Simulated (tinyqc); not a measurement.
## Polarisation charge from two barrier thicknesses

Inverse problem. VT = phiB - dEc - q sigma d/(eps0 eps_r). Find sigma, phiB - dEc and the thickness at which VT = 0.

Values chosen for this exercise: relative permittivity of barrier and channel eps_r = 9.3.

Constants: q = 1.602176634e-19 C, eps0 = 8.8541878128e-14 F/cm where lengths are in cm. Results are converted to the units shown.

VT for d = 20 and 30 nm (V): -2.4339731  -4.0702397

Solution. VT is linear in d.

sigma = 8.41e12 cm^-2
phiB - dEc = 0.839 V
thickness for VT = 0 = 5.12 nm

tinyqc, about 0.01 s, one thread, Intel Xeon 2.30GHz (shared host): `OMP_NUM_THREADS=1 python tinyqc.py 2570008 2570009 out.jsonl`
